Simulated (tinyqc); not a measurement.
k.p theory built from an empirical-pseudopotential calculation at Gamma, step by step. Values are carried at full precision from step to step, so a last printed digit may differ when a step is redone from the rounded ones.

Empirical pseudopotential on the fcc lattice, atoms at +/- tau, tau = a (1,1,1)/8, no spin-orbit coupling. H(G,G') = c (2 pi/a)^2 |k + G|^2 delta + VS(q) cos(q.tau) + i VA(q) sin(q.tau), q = G - G', c = hbar^2/2m0; k and G in units of 2 pi/a; VS at |q|^2 = 3, 8, 11 and VA at 3, 4, 11, in rydberg, zero elsewhere. The basis is fixed: all 59 G with |G|^2 up to Gcut. Energies are counted from the fourth level at Gamma.

Constants: hbar^2/2m0 = 3.80998211 eV angstrom^2; Ry = 13.60569312 eV.

Inputs chosen for the exercise (near those of GaAs; not measured data): a = 5.63 angstrom (lattice constant); VS = (-0.231, 0.01, 0.06) Ry (symmetric form factors); VA = (0.07, 0.05, 0.01) Ry (antisymmetric form factors); Gcut = 12 (2 pi/a)^2 (largest |G|^2 of the fixed basis).

## Levels at Gamma

Diagonalise H at k = 0 and group equal levels.

Multiplets at Gamma:

| multiplet | degeneracy | E (eV) |
|---|---|---|
| 1 | 1 | -12.3352 |
| 2 | 3 | 0.0000 |
| 3 | 1 | 1.4053 |
| 4 | 3 | 4.4586 |
| 5 | 1 | 8.0945 |
| 6 | 2 | 8.7241 |
| 7 | 3 | 12.8285 |
| 8 | 1 | 14.3258 |
| 9 | 3 | 27.2661 |

The lowest empty multiplet is a singlet at 1.405 eV; the lowest empty singlet (s-like) is multiplet 3.

## Mass of the s-like conduction level (multiplet 3)

For a multiplet A of d_A states, W(B) = (4 c/(3 d_A)) sum over n in A, m in B and i = x, y, z of |<n|G_i|m>|^2 (G in 1/angstrom, <n|G_i|m> = sum_G c_n(G)* G_i c_m(G)); the mean inverse mass of A is 1 + sum_B W(B)/(E_A - E_B). Multiplets with W = 0 are left out.

List the couplings (the first eight at most); W to the valence triplet is the Kane energy Ep.

Couplings:

| multiplet B | degeneracy | E_B (eV) | W (eV) | W/(E_A - E_B) |
|---|---|---|---|---|
| 2 | 3 | 0.0000 | 18.3820 | 13.0805 |
| 4 | 3 | 4.4586 | 0.0072 | -0.0024 |
| 7 | 3 | 12.8285 | 0.2125 | -0.0186 |
| 10 | 3 | 27.7695 | 0.3760 | -0.0143 |
| 12 | 3 | 28.4067 | 0.2162 | -0.0080 |
| 15 | 3 | 42.0590 | 0.0212 | -0.0005 |
| 16 | 3 | 42.6019 | 0.0013 | 0.0000 |
| 19 | 3 | 43.2671 | 0.0140 | -0.0003 |

sum over the higher multiplets = -0.0013
1/m = 14.0352

Ep = 18.38 eV. The valence triplet gives 13.08, all other levels together -0.05; m = 0.0712, against 0.0710 for two levels alone.

## Valence parameters

Fold all other levels onto the valence triplet: D(u) = c + 4 c^2 sum_m <n|u.G|m><m|u.G|n'>/(0 - E_m), in units of c. Along [100] its eigenvalues are L (once) and M (twice); along [111] (L + 2M + 2N)/3 (once) and (L + 2M - N)/3 (twice). Then g1 = -(L + 2M)/3, g2 = -(L - M)/6, g3 = -N/6.

eigenvalues along [100]: -13.566  -2.214  -2.214

eigenvalues along [111]: -16.153  -0.920  -0.920

L, M, N: -13.566  -2.214  -15.233

g1, g2, g3: 5.998  1.892  2.539

With spin-orbit coupling added at fixed g1, g2, g3 and large against the hole energy these give heavy and light masses along [100] of 0.452 and 0.102. The s-like level alone adds Ep/(3E) = 4.36 to g1. Local form factors fix Ep and the gap only roughly, so these values can lie far from measured ones.

## Checks

- 1/m of the s-like level from the sum against the curvature of the band: both 14.04.
- L and M against the curvatures along [100]: largest relative difference 1.9e-06.

Run: tinyqc, `OMP_NUM_THREADS=1 python tinyqc.py 1080815 1080816 out.jsonl`; Intel(R) Xeon(R) Processor @ 2.30GHz, one thread, shared host; about 0.3 s of CPU time with all checks.
